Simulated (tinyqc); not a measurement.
Short-channel transistor, virtual-source model with series resistance: two steps of the calculation.

The current per gate width is the charge at the top of the source barrier (the virtual source) times its velocity times a saturation function; al and be are fitting constants of the model. Units: I in uA/um, Rs in ohm um, so I Rs = 1e-6 I Rs in volts; Q in uC/cm^2, so I = 1e-4 Q vx0 Fsat with vx0 in cm/s.

Parameters, values chosen for the exercise:
```
symbol   value        unit                                                         meaning
T          300           K                                                     temperature
Cinv      1.67     uF/cm^2                                           inversion capacitance
vx0     2.24e7        cm/s                                  velocity at the virtual source
mu         990  cm^2/(V s)                                               apparent mobility
L           25          nm                                                  channel length
VT0       0.36           V                                 threshold at zero drain voltage
dl       0.037         V/V                                  drain-induced barrier lowering
n0        1.47                                                         subthreshold factor
nd           0         1/V                                  growth of n with drain voltage
al         3.5              threshold shift (in units of Vt) from weak to strong inversion
be         1.4                                                     sharpness of saturation
Rs          90      ohm um                               series resistance of each contact
Vgs       0.75           V                                                    gate voltage
Vds       0.75           V                                                   drain voltage
```

Constants: q = 1.602176634e-19 C, kB = 1.380649e-23 J/K, Vt = kB T/q. Results are converted to the units shown.

Task 1. Current through the series resistance. Intrinsic voltages Vg' = Vgs - I Rs, Vd' = Vds - 2 I Rs. n = n0 + nd Vd', VT = VT0 - dl Vd', Ff = 1/(1 + exp((Vg' - VT + al Vt/2)/(al Vt))), Q = Cinv n Vt ln(1 + exp((Vg' - VT + al Vt Ff)/(n Vt))), Vdsat = (vx0 L/mu)(1 - Ff) + Vt Ff, Fsat = u/(1 + u^be)^(1/be) with u = Vd'/Vdsat, and I(out) = Q vx0 Fsat per width. (Fsat takes the sign of u.) Newton step: I(new) = I + (I(out) - I)/(1 - s), s = dI(out)/dI by a central difference with +/- 0.001 uA/um.

I at the start = 0 uA/um

Wanted: Vg'; Vd'; VT; Ff; Q; Vdsat; Fsat; I(out); s; I after iteration 1.

Result 1.

Vg' = 0.75000 V
Vd' = 0.75000 V
VT = 0.33225 V
Ff = 0.0059586
Q = 0.69854 uC/cm^2
Vdsat = 0.056383 V
Fsat = 0.98135
I(out) = 1535.6 uA/um
s = -0.36218
I after iteration 1 = 1127.3 uA/um

Task 2. What the series resistance costs. n = n0 + nd Vd', VT = VT0 - dl Vd', Ff = 1/(1 + exp((Vg' - VT + al Vt/2)/(al Vt))), Q = Cinv n Vt ln(1 + exp((Vg' - VT + al Vt Ff)/(n Vt))), Vdsat = (vx0 L/mu)(1 - Ff) + Vt Ff, Fsat = u/(1 + u^be)^(1/be) with u = Vd'/Vdsat, and I = Q vx0 Fsat per width. I0 is the current for Rs = 0. Effective velocity I/Q; transit time L Q/I.

converged I = 1128.4276 uA/um
I0 = 1535.5630 uA/um

Give: loss against I0; effective velocity; transit time.

Result 2.

loss against I0 = 26.514 %
effective velocity = 2.1764e7 cm/s
transit time = 0.11487 ps

The carriers leave the virtual source at 97.2 % of vx0: the device is in saturation.

Computed by the program tinyqc: `OMP_NUM_THREADS=1 python tinyqc.py 2380074 2380075 out.jsonl`, one thread of a shared Intel Xeon 2.30GHz, about 0.01 s for the whole run.
